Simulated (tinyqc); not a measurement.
Heisenberg magnet: exchange from energy differences, ordering vector, linear spin waves and ordering temperature. Changing the single-ion anisotropy K. Computed by tinyqc, a small Python program. Command: `OMP_NUM_THREADS=1 python tinyqc.py 3017532 3017533 out.jsonl magnon sweep`. One thread of a shared host (Intel(R) Xeon(R) Processor @ 2.30GHz), about 0.4 s of CPU time with the checks.

H = -sum over pairs <ij> J_ij S_i.S_j - K sum_i (S_i^z)^2, each pair once, J > 0 ferromagnetic. First neighbours: 6 at a (1, 0, 0), second: 12 at a (1, 1, 0), with all permutations and signs.

Inputs (values chosen for the exercise, for a model magnet): exchange J1 = -6.03 meV; exchange J2 = 0.27 meV; spin S = 1; lattice constant a = 4.42 angstrom; mesh divisions n = 16; temperature T = 78 K.

Lattice: simple cubic. Order: Neel (nearest neighbours antiparallel).

Constants: k_B = 8.617333262e-05 eV/K.

Method:
- g_s(q) = sum over shell s of cos(q.R), z1 = g1(0). A(q) = S [-J1 g1(0) + J2 (g2(0) - g2(q))] + (2S - 1) K, B(q) = S J1 g1(q), E(q) = sqrt(A^2 - B^2). The factor 2S - 1 removes the anisotropy for S = 1/2.
- sum R_x^2 over the shells is s1 = 2 a^2 and s2 = 8 a^2. Without K, E = c q with c = S sqrt(z1 |J1| (|J1| s1 + J2 s2)); the gap is E(0) = sqrt(k (k + 2 S z1 |J1|)), k = (2S - 1) K.
- J(q) = J1 g1(q) + J2 g2(q), g_s(q) = sum over shell s of cos(q.R).
- Mesh: q = sum_i (m_i + 1/2)/n b_i, m_i = 0..n-1, b = [[1, 0, 0], [0, 1, 0], [0, 0, 1]] in 2 pi/a; <..> is the mean over the mesh.
- n = 1/(exp(E/(k_B T)) - 1); zero-point loss <A/(2E) - 1/2>, thermal loss <(A/E) n>; moment = S less the losses.

One run for each value:
```
single-ion anisotropy K (meV)  gap (meV)  thermal loss  zero-point loss
0.012                              0.932      0.021046         0.066633
0.025                              1.345      0.020814         0.066477
0.052                              1.940      0.020351         0.066159
0.110                              2.823      0.019437         0.065500
0.220                              3.996      0.017949         0.064335
0.470                              5.851      0.015383         0.061994
0.970                              8.434      0.012071         0.058140
2.000                             12.195      0.008315         0.052089
```

Over the rows, gap (meV) rises from 0.932 to 12.2 (exponent d ln y / d ln x about 0.50 throughout); thermal loss falls from 0.0210 to 0.00831 (exponent d ln y / d ln x -0.015 between the first rows and -0.52 between the last); zero-point loss falls from 0.0666 to 0.0521 (exponent d ln y / d ln x -0.0032 between the first rows and -0.15 between the last). The exponent of gap stays between 0.50 and 0.51, near 0.50: the gap of an antiferromagnet is the root of anisotropy times exchange.

Caution (rows 0.0120, 0.0250, 0.0520, 0.110, 0.220): doubling the mesh changes the thermal sum by more than 3 %, so it is not fully converged.

Extremes, crossings and ranges named in words are read from the listed rows.
